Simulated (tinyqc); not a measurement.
Scattering of inversion-layer electrons by surface optical phonons of the gate insulator (remote phonon scattering). From remote-phonon mobility back to temperature T. Computed by tinyqc, a small Python program. Command: `OMP_NUM_THREADS=1 python tinyqc.py 3113105 3113106 out.jsonl sophonon inv`. One thread of a shared host (Intel(R) Xeon(R) Processor @ 2.30GHz), about 0.06 s of CPU time with the checks.

One subband with the Fang-Howard envelope; insulator and channel are half-spaces, the gate is far away, and an interlayer only moves the polar surface away by t (its own modes and its permittivity contrast are left out).

Inputs (values chosen for the exercise, modelled on HfO2 on In0.53Ga0.47As): static constant of the insulator eps_0s = 22.4; intermediate constant eps_i = 6.52; optical constant eps_inf = 4.97; hbar omega_TO1 = 12 meV; hbar omega_TO2 = 48.3 meV; constant of the channel eps_s = 13.9; in-plane mass m = 0.0433 m_0; valleys g_v = 1; sheet density n = 1.8e+12 1/cm^2; mean distance of the electrons z0 = 3/b = 4.6 nm; interlayer thickness t = 0.62 nm; mobility from other processes = 1680 cm^2/(V s).

Screening by the channel electrons: static.

Constants: k_B = 8.617333262e-05 eV/K; hbar^2/(2 m_0) = 3.80998212 eV angstrom^2; e^2/(4 pi eps_0) = 14.39964548 eV angstrom; hbar = 6.582119569e-16 eV s; e = 1.602176634e-19 C; m_0 = 9.1093837015e-31 kg.

Method:
- eps(w) = eps_inf + (eps_0s - eps_i) w1^2/(w1^2 - w^2) + (eps_i - eps_inf) w2^2/(w2^2 - w^2). Surface modes solve eps(w) + eps_s = 0, a quadratic in w^2; the strength of a mode is g = 2/(w d eps/dw).
- Occupation N = 1/(exp(hbar w/(k_B T)) - 1).
- Density of states D = g_v m/(pi hbar^2); eta = E_F/(k_B T) = ln(exp(n/(D k_B T)) - 1); screening wave number q_s = e^2 D/(2 eps_0 eps_avg) x 1/(1 + exp(-eta)), eps_avg = (eps_s + eps_inf)/2; b = 3/z0.
- For a mode of strength g, without the occupation factor, Area x |M(q)|^2 = e^2 hbar w g/(2 eps_0 q) x (b/(b + q))^6 exp(-2 q t) / (1 + (q_s/q) H(q))^2, H = (1 + 9 x/8 + 3 x^2/8)/(1 + x)^3, x = q/b.
- Approximate momentum relaxation rate, taking tau v alike in the initial and final states: 1/tau = (m/(2 pi hbar^3)) sum over modes and over absorption (N, E' = E + hbar w) and emission (N + 1, E' = E - hbar w > 0) of [(1 - f(E'))/(1 - f(E))] int_0^(2 pi) Area |M(q)|^2 (1 - cos theta) d theta, q^2 = k^2 + k'^2 - 2 k k' cos theta, f the Fermi function; 48 midpoints in theta from 0 to pi.
- mu = (e/m) int tau E f (1 - f) dE/(k_B T int f dE), by 300 midpoints from 0 to (max(eta, 0) + 14) k_B T; Matthiessen sum with the other processes.

Problem. A run gave the result below. Find the temperature T, known to lie between 130 and 220 K.

remote-phonon mobility = 386889.3 cm^2/(V s)

Solution.

Each step takes the trial c = (a f_b - b f_a)/(f_b - f_a), f being the result less the target and a, b, c the logarithms of the listed values; c replaces end b, the old b replaces a if the sign of f changed, and otherwise f_a is halved.

Scan of the range:
```
temperature T (K)  remote-phonon mobility (cm^2/(V s))
130                                             421634
142                                             373878
155                                             334213
169                                             301233
185                                             272180
202                                             248408
220                                             228872
```

False position (Illinois rule, in the logarithm of the input) inside the bracket:
```
step    end a    end b    trial  remote-phonon mobility (cm^2/(V s))
1     130.000  142.000  138.625                               386046
2     130.000  138.625  138.213                               387592
3     138.625  138.213  138.400                               386888
4     138.213  138.400  138.400                               386889
5     138.213  138.400  138.400                               386889
6     138.400  138.400  138.400                               386889
```

Remote-phonon mobility falls at every point of a 13-point scan of the range (every second point is shown), so one value fits; it is bracketed by 130 and 142. Answer: temperature T = 138.4 K.

Caution: a relaxation time is only an approximation for inelastic scattering, and static or no screening brackets the true dynamic screening only roughly.
